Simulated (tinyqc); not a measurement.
Resistance of a source-drain extension with a graded tip: two steps of the calculation.

y runs along the channel, the gate covers y > 0. The doping is N0 for y < y0 and N0 10^(-(y - y0)/la) beyond, uniform over the depth xj. Sheet conductance s(y) = q mu(N) max(N - Nch, 0) xj + (for y > 0) ma Cox Vo, with mu(N) = u0 + (u1 - u0)/(1 + (N/Nr)^au) and Cox = eps0 eox/tox. Current is taken as one-dimensional; depletion of the tip, spreading and the contact are left out. The metallurgical junction lies at yj, where N = Nch.

Parameters, values chosen for the exercise; mobility law close to that of electrons in silicon: relative permittivity of the gate insulator (close to silicon nitride) eox = 7.44; insulator thickness tox = 1.9 nm; active doping of the extension far from the gate N0 = 1.7e20 cm^-3; lateral abruptness la = 5.9 nm/decade; position under the gate where the fall begins (gate edge at 0) y0 = 4.1 nm; depth of the extension xj = 12 nm; channel doping Nch = 2.4e18 cm^-3; gate overdrive Vo = 0.38 V; mobility of the gate-induced layer ma = 150 cm^2/(V s); mobility at low doping u1 = 1414 cm^2/(V s); mobility at high doping u0 = 68.5 cm^2/(V s); reference doping Nr = 9.2e16 cm^-3; exponent au = 0.711; gate length Lg = 90 nm.

Constants: q = 1.602176634e-19 C, eps0 = 8.8541878128e-14 F/cm where lengths are in cm. Results are converted to the units shown.

Task 1. Sheet resistances and junction position. yj = y0 + la log10(N0/Nch); sheet resistance of the full extension 1/[q mu(N0)(N0 - Nch) xj] and of the gate-induced layer 1/(ma Cox Vo); metallurgical length Lg - 2 yj; ye is where the doped and the gate-induced conductances are equal.

Give: yj; sheet resistance of the extension; sheet resistance of the induced layer; metallurgical length; ye; N at ye.

Result 1.

yj = 15.02 nm
sheet resistance of the extension = 414.5 ohm/square
sheet resistance of the induced layer = 5060 ohm/square
metallurgical length = 59.97 nm
ye = 10.95 nm
N at ye = 1.175e19 cm^-3

The gate takes over 4.07 nm before the junction, where N is still 4.89 times the channel doping.

Task 2. Resistance of the overlapped part. Midpoint rule on 9 equal steps from 0 to yj: R_ov = sum h/s(y), per width.

Find: y; N; doped conductance; sheet resistance; R_ov.

Result 2.

| point | y (nm) | N (cm^-3) | doped conductance (uS) | sheet resistance (ohm/square) |
|---|---|---|---|---|
| 0 | 0.83424 | 1.7000e20 | 2412.6 | 383.11 |
| 1 | 2.5027 | 1.7000e20 | 2412.6 | 383.11 |
| 2 | 4.1712 | 1.6534e20 | 2349.5 | 392.61 |
| 3 | 5.8397 | 8.6215e19 | 1269.7 | 681.50 |
| 4 | 7.5082 | 4.4956e19 | 693.68 | 1122.0 |
| 5 | 9.1767 | 2.3442e19 | 381.03 | 1728.1 |
| 6 | 10.845 | 1.2224e19 | 205.60 | 2480.0 |
| 7 | 12.514 | 6.3739e18 | 100.47 | 3354.6 |
| 8 | 14.182 | 3.3236e18 | 29.462 | 4403.6 |

R_ov = 24.908 ohm um

Program tinyqc, `OMP_NUM_THREADS=1 python tinyqc.py 2282278 2282279 out.jsonl`; Intel Xeon 2.30GHz, shared host, one thread, about 0.03 s.
